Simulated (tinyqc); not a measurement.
## Trap density from two Hall measurements

Problem. p-type body, charge-sheet picture, full ionisation (an idealisation for deep acceptors), Boltzmann statistics for free electrons. e = Ec - EF at the surface. psi = Eg - Vt ln(Nv/Na) - e; N_dep = sqrt(2 eps0 eps_r Na (psi - Vt)/q); n_f = sqrt(N_dep^2 + 2 eps0 eps_r Vt Nc exp(-e/Vt)/q) - N_dep; Vg = Vfb + psi + q (N_dep + n_t + n_f)/Cox, Cox = eps0 eox/tox. Find e and n_t at both points and the mean trap density between them.

Inputs (values chosen for the exercise); band and dielectric values close to those of 4H silicon carbide:
- T = 300 K (temperature)
- Eg = 3.28 eV (band gap)
- eps_r = 9.63 (relative permittivity)
- Nc = 1.7e19 cm^-3 (conduction-band density of states at T)
- Nv = 2.46e19 cm^-3 (valence-band density of states at T)
- eox = 3.9 (relative permittivity of the insulator)
- tox = 38 nm (insulator thickness)
- Na = 1.1e17 cm^-3 (acceptor density)
- Vfb = -2.72 V (flat-band voltage without trapped charge)

Constants: q = 1.602176634e-19 C, kB = 1.380649e-23 J/K, Vt = kB T/q, eps0 = 8.8541878128e-14 F/cm where lengths are in cm. Results are converted to the units shown.

Vg (V): 6.2690229  10.469429
free sheet density from the Hall effect (cm^-2): 9.9065906e9  3.5289622e11

Answer. Each n_f fixes e; what the gate voltage holds beyond psi, N_dep and n_f is trapped; the difference quotient is the density, smeared over a few Vt.

e (eV): 0.125  0.0300
n_t (cm^-2): 1.51e12  3.46e12
mean trap density = 2.06e13 cm^-2 eV^-1

Computed by the program tinyqc: `OMP_NUM_THREADS=1 python tinyqc.py 2222035 2222036 out.jsonl`, one thread of a shared Intel Xeon 2.30GHz, about 0.04 s for the whole run.
